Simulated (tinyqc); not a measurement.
# Trapped share and trap depth from dynamic on-resistance

Inverse problem. Traps remove the share ft of the electrons in the drain access (length Ld, sheet resistance Rsh before stress), so Ron grows by Rsh Ld ft/(1 - ft). The recovery time goes as T^(-2) exp(q Ea/(kB T)). Find ft and Ea.

Values chosen for this exercise: drain access length Ld = 2 um.

Constants: q = 1.602176634e-19 C, kB = 1.380649e-23 J/K. Results are converted to the units shown.

Ron before and just after an off-state stress (ohm mm): 1.2644083  1.4426877
Rsh = 267.41902 ohm
recovery times at 340 and 390 K (s): 0.0012  4.6532785e-5

Answer. The rise of Ron over Rsh Ld is ft/(1 - ft); ln(t T^2) is linear in 1/T.

ft = 0.2500
Ea = 0.6800 eV

Computed by the program tinyqc: `OMP_NUM_THREADS=1 python tinyqc.py 2570015 2570016 out.jsonl`, one thread of a shared Intel Xeon 2.30GHz, about 0.03 s for the whole run.
